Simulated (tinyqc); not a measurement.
What each parameter does: pi bands of a honeycomb layer in tight binding.

Lattice vectors a (1,0) and a (1/2, sqrt3/2); f = exp(i ky a/sqrt3) + 2 cos(kx a/2) exp(-i ky a/(2 sqrt3)), w = |f|. H = [[D - t2 F, -t f], [., -D - t2 F]] with F = w^2 - 3, S = [[1, s0 f], [., 1]]; the levels solve det(H - E S) = 0. K = (4 pi/3a, 0), M = (pi/a, pi/(sqrt3 a)); w = 3, 1, 0 at Gamma, M, K.

Parameters, chosen for this exercise (of the size used for hexagonal BN; the results hold for these values, not for the real material):
- a = 2.5 angstrom (lattice constant)
- t = 2.34 eV (nearest hopping)
- t2 = 0 eV (second-neighbour hopping)
- s0 = 0 (overlap of neighbours)
- D = 3.07 eV (+D on A, -D on B)

Gap at K, difference at M, and the two levels at Gamma, from (e - E)^2 - D^2 - (t + s0 E)^2 w^2 = 0, e = -t2 (w^2 - 3).

One parameter was then changed.

Results before and after:
```
case     gap at K (eV)  difference at M (eV)  lower at Gamma (eV)  upper at Gamma (eV)
base            6.1400                7.7202              -7.6619               7.6619
changed         6.1400                7.7250              -7.0825               8.3564
```

Which of these changes was made? (a) s0 = 0.03; (b) t2 = 0.05 eV; (c) t = 2.457 eV; (d) D = 3.17 eV; (e) a = 2.55 angstrom.

Answer: (a) s0 = 0.03. Of the candidates, run in turn, only this one gives the changed row.

All candidates:
```
case               gap at K (eV)  difference at M (eV)  lower at Gamma (eV)  upper at Gamma (eV)
base                      6.1400                7.7202              -7.6619               7.6619
t = 2.457 eV              6.1400                7.8643              -7.9848               7.9848
t2 = 0.05 eV              6.1400                7.7202              -7.9619               7.3619
s0 = 0.03                 6.1400                7.7250              -7.0825               8.3564
D = 3.17 eV               6.3400                7.8802              -7.7026               7.7026
a = 2.55 angstrom         6.1400                7.7202              -7.6619               7.6619
```

At points fixed by symmetry a drops out; the gap at K is 2D whatever the hoppings.

Computed by tinyqc, a small Python program: `OMP_NUM_THREADS=1 python tinyqc.py 1480754 1480755 out.jsonl` (the numbers bound the seed that draws the inputs); one thread of a shared host (Intel(R) Xeon(R) Processor @ 2.30GHz), about 0.01 s for the whole set of steps.
